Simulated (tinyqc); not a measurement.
Box-like doped layer, carriers, mobility and sheet resistance: two steps of the calculation.

An n-type layer from the surface x = 0 to the junction xj, N(x) = N0 for x < xb and N0 10^(-(x - xb)/Lt) beyond. Local neutrality (no depletion at surface or junction, no spilling of carriers), intrinsic carriers neglected, full ionisation of active dopants.

Parameters, values chosen for the exercise; values close to those of silicon in GaN over a p-type background:
```
symbol,value,unit,meaning
T,300,K,temperature
Nb,1.6e16,cm^-3,background doping of the opposite type
N0,2.6e19,cm^-3,peak chemical concentration
m1,57.2,cm^2/(V s),mobility limit at high doping
m2,982,cm^2/(V s),"mobility limit at low doping, at 300 K"
Nr,2.04e17,cm^-3,reference doping of the mobility law
am,0.719,,exponent of the mobility law
bt,2,,temperature exponent of m2
Ns,1.04e20,cm^-3,solubility limit of active dopant
xb,8.7,nm,depth of the flat top
Lt,2.2,nm/decade,abruptness of the tail
```

Constants: q = 1.602176634e-19 C. Results are converted to the units shown.

Question 1. Junction depth and local values. xj = xb + Lt log10(N0/Nb); 11 equal steps from 0 to xj. Active dopant A = min(N, Ns); n = A - Nb; mobility mu = m1 + (m2 (T/300 K)^(-bt) - m1)/(1 + ((A + Nb)/Nr)^am).

Give: xj; x; N; A; n; mu.

Answer 1.

xj = 15.764 nm
x, point 0 to 11 (nm): [0.000, 1.433, 2.866, 4.299, 5.732, 7.165, 8.598, 10.032, 11.465, 12.898, 14.331, 15.764]
N, point 0 to 11 (cm^-3): [2.6000e19, 2.6000e19, 2.6000e19, 2.6000e19, 2.6000e19, 2.6000e19, 2.6000e19, 6.4524e18, 1.4399e18, 3.2131e17, 7.1700e16, 1.6000e16]
A, point 0 to 11 (cm^-3): [2.6000e19, 2.6000e19, 2.6000e19, 2.6000e19, 2.6000e19, 2.6000e19, 2.6000e19, 6.4524e18, 1.4399e18, 3.2131e17, 7.1700e16, 1.6000e16]
n, point 0 to 11 (in units of 1e19 cm^-3): [2.5984, 2.5984, 2.5984, 2.5984, 2.5984, 2.5984, 2.5984, 0.6436, 0.1424, 0.0305, 0.0056, 0.0000]
mu, point 0 to 11 (cm^2/(V s)): [84.680, 84.680, 84.680, 84.680, 84.680, 84.680, 84.680, 128.31, 238.24, 436.91, 655.78, 788.85]

The mobility runs from 84.7 to 789 cm^2/(V s).

Question 2. Sheet quantities by the trapezoid rule. Dose = integral of N, carrier sheet density = integral of n, 1/Rs = q integral of n mu, mean mobility 1/(q Rs sheet density), Hall mobility (unit Hall factor) = integral of n mu^2 over integral of n mu, Hall sheet density = (integral of n mu)^2/integral of n mu^2; all from 0 to xj.

x, point 0 to 11 (nm): [0.000000, 1.433080, 2.866160, 4.299239, 5.732319, 7.165399, 8.598479, 10.031558, 11.464638, 12.897718, 14.330798, 15.763877]
N, point 0 to 11 (cm^-3): [2.6e19, 2.6e19, 2.6e19, 2.6e19, 2.6e19, 2.6e19, 2.6e19, 6.4523743e18, 1.4398580e18, 3.2130669e17, 7.1700119e16, 1.6e16]
n, point 0 to 11 (in units of 1e19 cm^-3): [2.5984000, 2.5984000, 2.5984000, 2.5984000, 2.5984000, 2.5984000, 2.5984000, 0.6436374, 0.1423858, 0.0305307, 0.0055700, 0.0000000]
mu, point 0 to 11 (cm^2/(V s)): [84.679802, 84.679802, 84.679802, 84.679802, 84.679802, 84.679802, 84.679802, 128.31482, 238.23993, 436.90502, 655.77773, 788.85443]

Find: dose; carrier sheet density; Rs; mean mobility; Hall mobility; Hall sheet density.

Answer 2.

dose = 2.5408e13 cm^-2
carrier sheet density = 2.5382e13 cm^-2
Rs = 2785.2 ohm/square
mean mobility = 88.287 cm^2/(V s)
Hall mobility = 94.654 cm^2/(V s)
Hall sheet density = 2.3675e13 cm^-2

Carriers make up 99.9 % of the dose. A Hall measurement weights the mobile tail, so its sheet density is 6.7 % below the true one.

Numbers from tinyqc (`OMP_NUM_THREADS=1 python tinyqc.py 2110124 2110125 out.jsonl`; about 0.01 s on one thread of a shared Intel Xeon 2.30GHz).
